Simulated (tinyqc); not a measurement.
Specific resistance of a metal-semiconductor contact and its transmission-line measurement: one step, computed by the program tinyqc. Command: `OMP_NUM_THREADS=1 python tinyqc.py 3027486 3027487 out.jsonl contact walk`. One thread of a shared host (Intel(R) Xeon(R) Processor @ 2.30GHz), about 0.01 s of CPU time with the checks.

The barrier is parabolic (depletion approximation), energies E are normal energies counted from the band edge in the neutral semiconductor (downwards for holes), and the bias is zero. xi is an input, held fixed when other inputs move.

Question. Current crowding. Transmission-line model: transfer length L_T = sqrt(rho_c/R_sh); R_c = (R_sh L_T/W) coth(d/L_T). Limits: rho_c/(W d) for d << L_T, sqrt(rho_c R_sh)/W for d >> L_T.

Inputs (values chosen for the exercise, modelled on p-type silicon):
```
quantity               value        unit
temperature T            500           K
sheet resistance R_sh   5200         ohm
contact length d       0.041  micrometre
contact width W          4.1  micrometre
```

Image-force lowering: included.

specific contact resistance rho_c = 2.607576e-05 ohm cm^2

Give: transfer length L_T; d/L_T; contact resistance R_c; R_c W; short-contact limit; long-contact limit.

Answer.

transfer length L_T = 0.70814 micrometre

d/L_T = 0.057898

contact resistance R_c = 15529 ohm

R_c W = 63670 ohm micrometre

short-contact limit = 15512 ohm

long-contact limit = 898.12 ohm

The contact is short: the whole area carries current, and R_c scales as 1/d.
